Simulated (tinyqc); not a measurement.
Vacuum evaporation: vapour pressure, source flux, thickness distribution, purity and step coverage: one step, computed by the program tinyqc. Command: `OMP_NUM_THREADS=1 python tinyqc.py 3114342 3114343 out.jsonl evap walk`. One thread of a shared host (Intel(R) Xeon(R) Processor @ 2.30GHz), about 0.01 s of CPU time with the checks.

Molecular flow, unit sticking of the metal, no re-evaporation. The background gas is taken as water vapour (18.015 g/mol, collision diameter 0.37 nm) at 300 K.

Task: Vapour pressure and flux. log10(p_v/Pa) = A - B/T; flux from the surface Phi = p_v/sqrt(2 pi m k_B T), m = M u. Mass loss = Phi x area x m; heat of evaporation = ln(10) R B; d ln Phi/dT = ln(10) B/T^2 - 1/(2 T).

Inputs (values chosen for the exercise, modelled on titanium, with constants for the liquid):

| quantity | value | unit |
|---|---|---|
| molar mass M | 47.87 | g/mol |
| vapour-pressure constant A | 11.39 | - |
| vapour-pressure constant B | 22780 | K |
| source temperature T | 2010 | K |
| source area | 0.94 | cm^2 |

Constants: u = 1.6605390666e-27 kg; k_B = 1.380649e-23 J/K; R = 8.314462618 J/(mol K).

Give: vapour pressure p_v; flux Phi; mass loss; heat of evaporation; change of flux per kelvin.

Result:

vapour pressure p_v = 1.139 Pa

flux Phi = 9.678e+17 1/(cm^2 s)

mass loss = 0.2603 g/h

heat of evaporation = 436.1 kJ/mol

change of flux per kelvin = 1.273 %/K

Holding the rate to 1 % needs the temperature to about 0.79 K.
